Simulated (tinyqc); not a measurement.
Reverse leakage of an n+-p junction: diffusion, generation, trap-assisted and band-to-band tunnelling: two steps of the calculation.

One-sided abrupt junction in the depletion approximation, x from the junction (0) to W on the p side, field F = F0 (1 - x/W). Flat quasi-Fermi levels, long p side. Traps generate through SRH with both lifetimes shortened by 1 + Gamma (Hurkx enhancement, form for moderate fields); band-to-band generation is local and needs a total bending above Eg.

Parameters, values chosen for the exercise; band and dielectric values close to those of silicon:
- T = 358 K (temperature)
- Eg = 1.12 eV (band gap)
- eps_r = 11.9 (relative permittivity)
- Nc = 3.69e19 cm^-3 (conduction-band density of states at T)
- Nv = 3.44e19 cm^-3 (valence-band density of states at T)
- Na = 2.6e17 cm^-3 (acceptor density of the lighter side)
- Nd = 5e19 cm^-3 (donor density of the heavier side)
- tau = 6e-7 s (SRH lifetime of both carriers at zero field)
- Et = -0.04 eV (trap level above the intrinsic level)
- mt = 0.27 m0 (tunnelling mass)
- Dn = 4.6 cm^2/s (electron diffusion coefficient on the lighter side)
- Ab = 4.6e14 cm^-0.5 V^-2.5 s^-1 (band-to-band prefactor)
- Bb = 1.87e7 V/cm (band-to-band field constant)
- VR = 0.4 V (reverse bias)

Constants: q = 1.602176634e-19 C, kB = 1.380649e-23 J/K, hbar = 1.054571817e-34 J s, m0 = 9.1093837015e-31 kg, Vt = kB T/q, eps0 = 8.8541878128e-14 F/cm where lengths are in cm. Results are converted to the units shown.

Question 1. Field, scales and diffusion current. ni = sqrt(Nc Nv) exp(-Eg/(2 Vt)), Eg in volts; Vbi = Vt ln(Na Nd/ni^2); W = sqrt(2 eps0 eps_r (Vbi + VR)/(q Na)); F0 = 2 (Vbi + VR)/W; FG = sqrt(24 mt m0 (kB T)^3)/(q hbar); J_diff = q ni^2 sqrt(Dn/tau)(1 - exp(-VR/Vt))/Na.

Wanted: ni; Vbi; W; F0; FG; J_diff.

Answer 1.

ni = 4.6595e11 cm^-3
Vbi = 0.97867 V
W = 83.512 nm
F0 = 330.17 kV/cm
FG = 499.68 kV/cm
J_diff = 3.7044e-10 A/cm^2

Question 2. Generation rates across the layer. u = (Vbi + VR)(1 - x/W)^2, p = Na exp(-u/Vt), n = Nd exp((u - Vbi - VR)/Vt); G0 = ni^2 (1 - exp(-VR/Vt))/(tau (n + p + 2 ni cosh(Et/Vt))); Gamma = 2 sqrt(3 pi)(F/FG) exp((F/FG)^2); trap-assisted part G0 Gamma; G_bb = Ab F^2.5 exp(-Bb/F) with F in V/cm, zero unless Vbi + VR > Eg, and counted as zero under 1 cm^-3 s^-1. 15 equal steps.

ni = 4.6595126e11 cm^-3
Vbi = 0.97866607 V
W = 83.512314 nm
F0 = 330.17073 kV/cm
FG = 499.68339 kV/cm

Give: x; F; Gamma; G0; G0 Gamma; G_bb.

Answer 2.

```
point,x (nm),F (kV/cm),Gamma,G0 (cm^-3 s^-1),G0 Gamma (cm^-3 s^-1),G_bb (1e3 cm^-3 s^-1)
0,0.00,330.2,6.278,7.237e9,4.543e10,7.283
1,5.57,308.2,5.539,2.297e12,1.272e13,0.107
2,11.13,286.1,4.881,4.886e14,2.385e15,0.000
3,16.70,264.1,4.292,5.182e16,2.224e17,0.000
4,22.27,242.1,3.763,1.920e17,7.223e17,0.000
5,27.84,220.1,3.284,1.974e17,6.484e17,0.000
6,33.40,198.1,2.849,1.947e17,5.547e17,0.000
7,38.97,176.1,2.450,1.384e17,3.389e17,0.000
8,44.54,154.1,2.082,2.097e16,4.366e16,0.000
9,50.11,132.1,1.740,1.758e15,3.059e15,0.000
10,55.67,110.1,1.420,1.993e14,2.830e14,0.000
11,61.24,88.0,1.116,3.339e13,3.726e13,0.000
12,66.81,66.0,0.8257,8.315e12,6.866e12,0.000
13,72.38,44.0,0.5452,3.080e12,1.679e12,0.000
14,77.94,22.0,0.2710,1.698e12,4.600e11,0.000
15,83.51,0.0,0,1.392e12,0,0.000
```

Range of the model: The n+ side is degenerate, so Vbi from Boltzmann statistics is only a guide.

Program tinyqc, `OMP_NUM_THREADS=1 python tinyqc.py 2290158 2290159 out.jsonl`; Intel Xeon 2.30GHz, shared host, one thread, about 0.01 s.
